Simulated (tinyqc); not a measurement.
Rise against time: self-heating of a transistor with one or more fingers, with temperature-dependent conductivity. Computed by tinyqc, a small Python program. Command: `OMP_NUM_THREADS=1 python tinyqc.py 3011013 3011014 out.jsonl selfheat walk`. One thread of a shared host (Intel(R) Xeon(R) Processor @ 2.30GHz), about 0.08 s of CPU time with the checks.

N long parallel fingers lie on the top face of a slab whose bottom is held at T_0; the top is otherwise insulated, and heat flows in two dimensions. P in W/mm is 1000 P in W/m.

Inputs (values chosen for the exercise, modelled on silicon):
```
quantity                                      value           unit
conductivity at the base temperature kappa_0    120        W/(m K)
power per gate width P                          3.9           W/mm
fingers N                                         8              -
finger pitch s                                   18     micrometre
width of the heat source w                      1.3     micrometre
substrate thickness t                           240     micrometre
heat capacity C                                1.69  1e6 J/(m^3 K)
pulse length                                     34    microsecond
```

Power: fixed power.

Method:
- A line source of power P on the top face raises the top at distance x by (P/(pi kappa_0)) g(x), g(x) = -ln tanh(pi x/(4 t)) (the image sum for the slab). On a strip of width w the centre sees the mean of g over the strip, g_0 = 1 + ln(8 t/(pi w)) for w much below t.
- theta_i = (P/(pi kappa_0)) [g_0 + sum over j != i of g(|i - j| s)], with equal powers and constant conductivity; thermal resistance = largest theta/P.
- After switching on, theta(tau) = (P D/kappa_0) int_0^tau X(u) Z(u) du at the hottest finger, D = kappa_0/C; X = sum over fingers at distance x of [erf((x + w/2)/r) - erf((x - w/2)/r)]/(2 w), Z = sum_(j=-200..200) (-1)^j exp(-(2 j t/r)^2)/sqrt(pi D u), r = 2 sqrt(D u); trapezoid rule on 300 points evenly spaced in ln u from u_0 = 1e-3 min(tau, w^2/D) to tau, plus the exact piece 2 sqrt(u_0/(pi D))/w below u_0. Conductivity and power are held at their base values here, and Fourier's law is used even where the diffusion length is near a phonon free path.

diffusivity D = 71.0059 micrometre^2/microsecond

theta of each finger (K): 192.505  212.083  223.077  228.176  228.176  223.077  212.083  192.505

largest theta = 228.176 K

Heating curve:
```
time (microsecond)  sqrt(D time) (micrometre)  rise (K)  share of the steady rise
8.10e-04                              0.23982    6.7091                    0.0294
0.0081                                0.75839    16.434                   0.07202
0.081                                  2.3982    28.067                     0.123
0.81                                   7.5839    41.147                    0.1803
8.1                                    23.982    74.297                    0.3256
41                                     53.956    123.54                    0.5414
160                                    106.59    175.48                    0.7691
490                                    186.53    214.35                    0.9394
1200                                   291.90    227.04                     0.995
```

Half the steady rise is reached between 8.1 and 41 microseconds, and the last row holds 99.5 % of it; the slowest time constant is 4 t^2/(pi^2 D) = 329 microseconds. While the diffusion length lies between w and the pitch or thickness, the rise grows as the logarithm of time; once it nears the pitch of 18 micrometre the neighbours add their heat.

Extremes, crossings and ranges named in words are read from the listed rows.
